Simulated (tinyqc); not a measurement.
Atomic layer deposition: Langmuir saturation, growth per cycle and coating of deep features: one step, computed by the program tinyqc. Command: `OMP_NUM_THREADS=1 python tinyqc.py 3006969 3006970 out.jsonl ald walk`. One thread of a shared host (Intel(R) Xeon(R) Processor @ 2.30GHz), about 0.01 s of CPU time with the checks.

Precursor A sticks only on free sites, so a long enough pulse saturates; co-reactant B then frees the sites again.

Problem. The first four cycles. One cycle from coverage th0: pulse A gives th1 = th_s + (th0 - th_s) exp(-(k_a + k_d) t), th_s = k_a/(k_a + k_d); the purge leaves th2 = th1 exp(-k_d t_p); pulse B converts c_B th2 into film and leaves th3 = (1 - c_B) th2. Growth = G c_B th2. Start from th0 = 0.

Inputs (values chosen for the exercise, modelled on silicon dioxide from an aminosilane and ozone): growth per cycle at saturation G = 1.1 angstrom; temperature T = 350 C; pulse time t = 0.021 s; co-reactant completion per pulse c_B = 0.95; purge time t_p = 4.6 s.

k_a = 22.28574 1/s

k_d = 0.04018832 1/s

Give: Cycles.

Solution.

Cycles:
```
cycle      th0     th1     th2      th3  growth (angstrom)
1      0.00000  0.3736  0.3105  0.01553             0.3245
2      0.01553  0.3833  0.3186  0.01593             0.3330
3      0.01593  0.3836  0.3188  0.01594             0.3332
4      0.01594  0.3836  0.3188  0.01594             0.3332
```
